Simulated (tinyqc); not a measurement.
# Small-signal admittance of a forward-biased p+-n diode: effects of single changes

Holes injected into a neutral base of width wb with an ohmic contact at its end; low injection, p0 far above the equilibrium density. A small voltage v exp(i w t), w = 2 pi f, modulates the edge density by p0 v/Vt, and the small-signal density obeys Dp d2p/dx2 = (1/tau + i w) p.

Inputs (values chosen for the exercise); permittivity close to that of silicon: temperature T = 350 K; relative permittivity eps_r = 11.7; donor density of the base Nd = 8.9e16 cm^-3; hole diffusion coefficient Dp = 8.3 cm^2/s; hole lifetime tau = 7e-9 s; width of the neutral base wb = 3.4 um; excess hole density at the junction edge p0 = 3.5e15 cm^-3; acceptor density of the p+ side Na = 7e18 cm^-3; series resistance Rs = 0.0025 ohm cm^2; signal frequency f = 9.8e6 Hz.

Constants: q = 1.602176634e-19 C, kB = 1.380649e-23 J/K, Vt = kB T/q, eps0 = 8.8541878128e-14 F/cm where lengths are in cm. Results are converted to the units shown.

Each table varies one quantity; the others keep the values above.

## Admittance against frequency

L = sqrt(Dp tau); direct current J = (q Dp p0/L) coth(wb/L); k = sqrt(1 + i w tau)/L; diffusion admittance Y = (q Dp p0/Vt) k coth(k wb) = G + i w C_diff; junction capacitance C_j = sqrt(q eps0 eps_r Nd/(2 Vr)) in the depletion approximation, with the remaining barrier Vr = Vt ln(Na/p0), a rough value under forward bias; base-width modulation is left out. Measured admittance 1/[Rs + 1/(Y + i w C_j)].

The same in every row: C_j (uF/cm^2) = 0.1795.

Results:
```
f (Hz)     w tau  G (S/cm^2)  C_diff (uF/cm^2)  measured G (S/cm^2)  measured C (uF/cm^2)  phase of the measured Y (degrees)
80000   0.003519       721.3             1.673                257.3                0.2358                            0.02639
1e6      0.04398       721.3             1.673                257.3                0.2357                             0.3298
5e6       0.2199       722.4             1.672                257.8                0.2345                              1.637
2e7       0.8796       739.5             1.654                265.1                0.2171                              5.875
1e8        4.398        1038             1.347                323.0               0.08175                              9.037
4e8        17.59        1954            0.7340                365.2               0.01352                              5.315
2e9        87.96        4270            0.3360                388.3              0.001293                              2.397
7e9        307.9        7956            0.1803                395.8              1.798e-4                              1.144
```

Estimate the missing row, f = 3e5 Hz.

Computed row:
```
f (Hz)    w tau  G (S/cm^2)  C_diff (uF/cm^2)  measured G (S/cm^2)  measured C (uF/cm^2)  phase of the measured Y (degrees)
3e5     0.01319       721.3             1.673                257.3                0.2358                            0.09897
```

With this row back in the table: G starts at J/Vt = 721 S/cm^2 and C_diff at (J tau/(2 Vt))(1 - 2 x/sinh 2x) = 1.67 uF/cm^2, x = wb/L = 1.41. Between the last two rows G goes as f^(0.50) and C_diff as f^(-0.50); the limits are 1/2 and -1/2, reached when the signal penetrates only sqrt(Dp/w). The measured C is 87 % below C_diff + C_j in the first row and 100 % below it in the last, the difference being due to Rs.

## Effect of the hole lifetime

Same model as above.

The same in every row: C_j (uF/cm^2) = 0.17949.

Effect of the hole lifetime:
```
tau (s)      w tau  G (S/cm^2)  C_diff (uF/cm^2)  measured G (S/cm^2)  measured C (uF/cm^2)  phase of the measured Y (degrees)
7e-11    0.0043103      6402.2           0.22408               376.48             0.0013955                           0.013077
3e-10     0.018473      3092.7           0.46385               354.20             0.0084370                           0.084037
2e-9       0.12315      1211.8            1.1436               300.98              0.081282                            0.95266
7e-9       0.43103      725.71            1.6686               259.31               0.23099                             3.1396
3e-8        1.8473      528.51            1.9767               231.13               0.39214                             5.9640
2e-7        12.315      471.59            2.0783               220.98               0.46373                             7.3628
7e-7        43.103      464.21            2.0919               219.58               0.47418                             7.5741
```

Read the table: what changes, and by how much?

As tau goes from 7e-11 to 7e-7, G falls from 6400 to 464 S/cm^2, C_diff rises from 0.224 to 2.09 uF/cm^2 and the measured C rises from 0.00140 to 0.474 uF/cm^2. C_diff exceeds C_j in every row.

Computed by the program tinyqc: `OMP_NUM_THREADS=1 python tinyqc.py 2890217 2890218 out.jsonl`, one thread of a shared Intel Xeon 2.30GHz, about 0.01 s for the whole run.
